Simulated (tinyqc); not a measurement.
# Trap and transport parameters from the curve

Inverse problem. A layer shows an ohmic current q n0 mu V/L, then a square law (9/8) th eps0 eps_r mu V^2/L^3 above Vx = 8 q n0 L^2/(9 th eps0 eps_r), and trap filling at V_TFL = q Nt L^2/(2 eps0 eps_r). th = y/(1 + y), y = (Nc/Nt) exp(-Et/kB T). The square-law current at V is given. Find th, n0, Nt and Et.

Inputs (values chosen for the exercise): temperature T = 300 K; relative permittivity eps_r = 12.2; mobility mu = 0.88 cm^2/(V s); thickness L = 12000 nm; band density of states Nc = 9.6e19 cm^-3; voltage V = 3.7 V.

Constants: q = 1.602176634e-19 C, kB = 1.380649e-23 J/K, Vt = kB T/q, eps0 = 8.8541878128e-14 F/cm where lengths are in cm. Results are converted to the units shown.

Mott-Gurney J = 3.2878454e-5 A/cm^2
Vx = 1.3208930 V
V_TFL = 106.79092 V

Solution. The square law gives th, Vx gives n0, V_TFL gives Nt, and th with Nt gives Et.

th = 0.00388
n0 = 2.70e10 cm^-3
Nt = 1.00e15 cm^-3
Et = 0.440 eV

tinyqc, about 0.01 s, one thread, Intel Xeon 2.30GHz (shared host): `OMP_NUM_THREADS=1 python tinyqc.py 2370034 2370035 out.jsonl`
